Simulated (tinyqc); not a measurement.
Raising the sheet density: inversion layer as a triangular well, valleys of the Si type.

Six ellipsoidal valleys with their long axes along the cube axes, mass ml along the axis and mt across it. For a valley whose axis makes the angle theta with the surface normal, 1/m_z = cos^2(theta)/ml + sin^2(theta)/mt sets the confinement; in the plane the masses are m_1 = mt and m_2 = ml mt/m_z, and m_d = sqrt(m_1 m_2).

The field is taken as constant, e F = 4 pi (e^2/4 pi eps0)(Nd + eta Ns)/eps, with 1e12/cm^2 = 1e-4/angstrom^2, and the oxide as a hard wall at z = 0; c = hbar^2/2m0.

Level j of a valley lies at E_j = a_j (c (e F)^2/m_z)^(1/3) above the band edge at the surface, with the Airy zeros a_j = 2.338107, 4.087949, 5.520560, 6.786708, 7.944134, 9.022651, 10.040174, 11.008524, 11.936016, 12.828777, and has <z> = 2 E_j/(3 e F).

Subband i holds n_i = g m_d/(2 pi c) kB T ln(1 + exp((EF - E_i)/kB T)) (spin included), and EF is fixed by sum n_i = Ns over the levels listed or, where none are listed, over j = 0 to 9 of each group; 1e12/cm^2 = 1e-4/angstrom^2.

Constants: hbar^2/2m0 = 3.80998211 eV angstrom^2; e^2/(4 pi eps0) = 14.39964547 eV angstrom; kB = 8.617333262e-05 eV/K.

Values chosen for the exercise (near those of Si; not measured data): ml = 0.92 m0 (longitudinal mass); mt = 0.188 m0 (transverse mass); eps = 11.7 (dielectric constant); Nd = 0.17 x 1e12/cm^2 (depletion charge); eta = 0.75 (share of Ns in the effective field); face = 100 (surface); T = 300 K (temperature); Nss = (0.8, 1.5, 2.5, 4, 6, 9, 13) x 1e12/cm^2 (sheet densities).

Valleys (masses in m0):
```
valleys g  cos^2(theta)      m_z      m_1      m_2      m_d
2               1.00000  0.92000  0.18800  0.18800  0.18800
4               0.00000  0.18800  0.18800  0.92000  0.41588
```

The field, the ladders and EF anew for each Ns.

Results:
```
Ns (1e12/cm^2)  F (MV/cm)  lowest E (eV)  next - lowest (meV)  EF - lowest (meV)  share of lowest (%)  <z> (angstrom)
0.8                 0.119         0.0422                 29.4              -71.0                 31.5            39.2
2.5                 0.316         0.0809                 56.4              -22.0                 57.8            22.4
4.0                 0.490         0.1084                 75.6                0.4                 71.2            17.8
6.0                 0.722         0.1403                 97.9               22.0                 81.7            14.6
9.0                 1.070         0.1823                127.2               47.5                 89.6            12.2
13.0                1.534         0.2318                161.8               76.7                 94.2            10.5
```

Give the missing row, Ns (1e12/cm^2) = 1.5.

Computed row:
```
Ns (1e12/cm^2)  F (MV/cm)  lowest E (eV)  next - lowest (meV)  EF - lowest (meV)  share of lowest (%)  <z> (angstrom)
1.5                 0.200         0.0597                 41.6              -44.7                 44.3            28.9
```

Levels scale as F^(2/3): the field grows by 12.88 and the lowest level by 5.50. The layer thins from 39.2 to 10.5 angstrom. EF passes the lowest edge between 2.5 and 4 e12/cm^2. The share of the lowest subband rises throughout: the spacing grows faster than the band fills.

tinyqc: `OMP_NUM_THREADS=1 python tinyqc.py 1250159 1250160 out.jsonl`; about 0.03 s, one thread, shared Intel(R) Xeon(R) Processor @ 2.30GHz.
